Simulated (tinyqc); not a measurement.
Inside a calculation. Method: empirical pseudopotential in a few plane waves. One step of it, computed by the program tinyqc.

Problem. Levels at k. Diagonalise the Hermitian matrix.

H(k) at k (eV), order +0+0+0, -1-1-1, -1-1+1, -1+1-1, -1+1+1, +1-1-1, +1-1+1, +1+1-1, +1+1+1, -2+0+0, +0-2+0, +0+0-2, +0+0+2, +0+2+0, +2+0+0:
```
[[2.356734, 1.981860, -1.981860, -1.981860, -1.981860, -1.981860, -1.981860, -1.981860, 1.981860, 0.000000, 0.000000, 0.000000, 0.000000, 0.000000, 0.000000],
 [1.981860, 21.041281, 0.000000, 0.000000, -0.612256, 0.000000, -0.612256, -0.612256, 0.000000, -1.981860, -1.981860, -1.981860, -0.586861, -0.586861, -0.586861],
 [-1.981860, 0.000000, 12.282900, 0.612256, 0.000000, 0.612256, 0.000000, 0.000000, -0.612256, -1.981860, -1.981860, 0.586861, 1.981860, -0.586861, -0.586861],
 [-1.981860, 0.000000, 0.612256, 13.304711, 0.000000, 0.612256, 0.000000, 0.000000, -0.612256, -1.981860, 0.586861, -1.981860, -0.586861, 1.981860, -0.586861],
 [-1.981860, -0.612256, 0.000000, 0.000000, 4.546330, 0.000000, 0.612256, 0.612256, 0.000000, 1.981860, -0.586861, -0.586861, -1.981860, -1.981860, 0.586861],
 [-1.981860, 0.000000, 0.612256, 0.612256, 0.000000, 22.063092, 0.000000, 0.000000, -0.612256, 0.586861, -1.981860, -1.981860, -0.586861, -0.586861, 1.981860],
 [-1.981860, -0.612256, 0.000000, 0.000000, 0.612256, 0.000000, 13.304711, 0.612256, 0.000000, -0.586861, 1.981860, -0.586861, -1.981860, 0.586861, -1.981860],
 [-1.981860, -0.612256, 0.000000, 0.000000, 0.612256, 0.000000, 0.612256, 14.326522, 0.000000, -0.586861, -0.586861, 1.981860, 0.586861, -1.981860, -1.981860],
 [1.981860, 0.000000, -0.612256, -0.612256, 0.000000, -0.612256, 0.000000, 0.000000, 5.568141, -0.586861, -0.586861, -0.586861, -1.981860, -1.981860, -1.981860],
 [0.000000, -1.981860, -1.981860, -1.981860, 1.981860, 0.586861, -0.586861, -0.586861, -0.586861, 15.932225, 0.612256, 0.612256, -0.612256, -0.612256, 0.000000],
 [0.000000, -1.981860, -1.981860, 0.586861, -0.586861, -1.981860, 1.981860, -0.586861, -0.586861, 0.612256, 24.690607, 0.612256, -0.612256, 0.000000, -0.612256],
 [0.000000, -1.981860, 0.586861, -1.981860, -0.586861, -1.981860, -0.586861, 1.981860, -0.586861, 0.612256, 0.612256, 25.712418, 0.000000, -0.612256, -0.612256],
 [0.000000, -0.586861, 1.981860, -0.586861, -1.981860, -0.586861, -1.981860, 0.586861, -1.981860, -0.612256, -0.612256, 0.000000, 8.195655, 0.612256, 0.612256],
 [0.000000, -0.586861, -0.586861, 1.981860, -1.981860, -0.586861, 0.586861, -1.981860, -1.981860, -0.612256, 0.000000, -0.612256, 0.612256, 9.217466, 0.612256],
 [0.000000, -0.586861, -0.586861, -0.586861, 0.586861, 1.981860, -1.981860, -1.981860, -1.981860, 0.000000, -0.612256, -0.612256, 0.612256, 0.612256, 17.975848]]
```

Give: eigenvalues.

Solution.

eigenvalues (eV): [-0.279, 2.424, 5.013, 5.965, 10.226, 12.030, 12.740, 13.255, 14.075, 17.971, 19.423, 19.739, 23.283, 25.713, 28.938]
